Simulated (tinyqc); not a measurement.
From results back to parameters: hole subbands of a hard-walled well, four-band Luttinger model. Four cases, with inputs chosen for the exercise.

Problem. At k = 0 in a hard-walled well HHn = c (g1 - 2 g2)(n pi/L)^2 - Z0 and LHn = c (g1 + 2 g2)(n pi/L)^2 + Z0, c = hbar^2/2m0. Two spacings were computed from hidden g1 and g2.

Constants: hbar^2/2m0 = 3.80998211 eV angstrom^2.

Case 1.

Values chosen (out of a larger set: near those of InAs; not measured data): L = 150 angstrom (well width along [001]); Z0 = 0 eV (shear strain energy).

HH2 - HH1 = 13.988 meV
LH1 - HH1 = 56.622 meV

Case 2.

Values chosen (out of a larger set: near those of GaAs; not measured data): L = 110 angstrom (well width along [001]); Z0 = 0 eV (shear strain energy).

HH2 - HH1 = 26.850 meV
LH1 - HH1 = 25.359 meV

Case 3.

Values chosen (out of a larger set: near those of Ge; not measured data): L = 140 angstrom (well width along [001]); Z0 = 0 eV (shear strain energy).

HH2 - HH1 = 28.548 meV
LH1 - HH1 = 32.845 meV

Case 4.

Values chosen (out of a larger set: near those of InP; not measured data): L = 150 angstrom (well width along [001]); Z0 = 0 eV (shear strain energy).

HH2 - HH1 = 9.476 meV
LH1 - HH1 = 10.696 meV

Find: u = c (pi/L)^2; g2; g1.
Solution. HH2 - HH1 = 3u (g1 - 2 g2) and LH1 - HH1 = 4 u g2 + 2 Z0.

Case 1.

u = c (pi/L)^2 = 1.671 meV
g2 = 8.47
g1 = 19.73

Case 2.

u = c (pi/L)^2 = 3.108 meV
g2 = 2.04
g1 = 6.96

Case 3.

u = c (pi/L)^2 = 1.919 meV
g2 = 4.28
g1 = 13.52

Case 4.

u = c (pi/L)^2 = 1.671 meV
g2 = 1.60
g1 = 5.09

Computed by tinyqc, one run a case: `OMP_NUM_THREADS=1 python tinyqc.py N N+1 out.jsonl` with N = 1252722, 1252729, 1252766, 1280119; one thread of a shared Intel(R) Xeon(R) Processor @ 2.30GHz, about 0.1 s a run at most.
